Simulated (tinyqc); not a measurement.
Nudged elastic band on a two-dimensional model surface: one step, computed by the program tinyqc. Command: `OMP_NUM_THREADS=1 python tinyqc.py 3015259 3015260 out.jsonl neb walk`. One thread of a shared host (Intel(R) Xeon(R) Processor @ 2.30GHz), about 0.3 s of CPU time with the checks.

V(x, y) = h u^2 + t x + (kappa/2)(y + c u)^2 with u = x^2/w^2 - 1; the path runs from the minimum near (-w, 0) to that near (w, 0).

Problem. Stationary points. Newton steps x(new) = x - H^-1 grad V (moves limited to 0.3 angstrom) from (-w, 0), (w, 0) and (0, c) give the two minima and the saddle.

Inputs (values chosen for the exercise, for a model surface): height h = 0.42 eV; half width w = 1.2 angstrom; transverse stiffness kappa = 4.6 eV/angstrom^2; curvature c = 0.74 angstrom; tilt t = 0.042 eV/angstrom.

Surface: curved double well. Climbing image: on.

Give: positions; energies; barrier from the start.

Solution.

positions (angstrom), rows start, end, saddle, columns x, y:
$$\begin{pmatrix}
-1.2176 & -0.0219 \\
1.1816 & 0.0225 \\
0.0360 & 0.7393
\end{pmatrix}$$

energies (eV): start -0.05077, end 0.05002, saddle 0.42076

barrier from the start = 0.47153 eV
